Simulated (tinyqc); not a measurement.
Ellipsometry and reflectance of a transparent film on an absorbing substrate: two steps of the calculation.

Air (index 1), film, substrate with N2 = n2 - i k2; time factor exp(+i w t). q_j = sqrt(N_j^2 - sin^2 th), root with positive real part. Fresnel coefficients r_s = (q_a - q_b)/(q_a + q_b), r_p = (N_b^2 q_a - N_a^2 q_b)/(N_b^2 q_a + N_a^2 q_b). tan(Psi) exp(i Delta) = R_p/R_s, Delta taken from 0 to 360 degrees.

Inputs (values chosen for the exercise); indices close to those of silicon nitride on silicon:
```
symbol   value     unit                                  meaning
lam        800       nm                               wavelength
th          75  degrees                       angle of incidence
n1       2.039                     index of the transparent film
d          400       nm                           film thickness
n2       3.692                            index of the substrate
k2      0.0065           extinction coefficient of the substrate
```

Question 1. Interface coefficients and thickness period. q0, q1, q2 and the coefficients r01 and r12 for p and s; the results repeat in d with the period lam/(2 q1).

Give: q0; q1; q2; r01,p; r01,s; r12,p; r12,s; period.

Answer 1.

q0 = 0.25882
q1 = 1.7957
q2 = 3.5634-0.0067i
r01,p = -0.25060
r01,s = -0.74805
r12,p = 0.24590-0.00077i
r12,s = -0.32985+0.00084i
period = 222.76 nm

Question 2. Psi, Delta and reflectances. beta = 2 pi d q1/lam, X = exp(-2 i beta), R = (r01 + r12 X)/(1 + r01 r12 X) for p and s.

q1 = 1.7956916
r01,p = -0.25059604
r01,s = -0.74804799
r12,p = 0.24590214-0.00076628i
r12,s = -0.32985392+0.00084215i

Give: beta; X; R_p; R_s; Psi; Delta; |R_p|^2; |R_s|^2.

Answer 2.

beta = 5.6413 rad
X = 0.28316+0.95907i
R_p = -0.19717+0.22800i
R_s = -0.81240-0.11584i
Psi = 20.169 degrees
Delta = 302.74 degrees
|R_p|^2 = 0.090860
|R_s|^2 = 0.67341

The bare substrate gives Psi = 0.3359 and Delta = 9.2759 degrees.

tinyqc, about 0.01 s, one thread, Intel Xeon 2.30GHz (shared host): `OMP_NUM_THREADS=1 python tinyqc.py 2870134 2870135 out.jsonl`
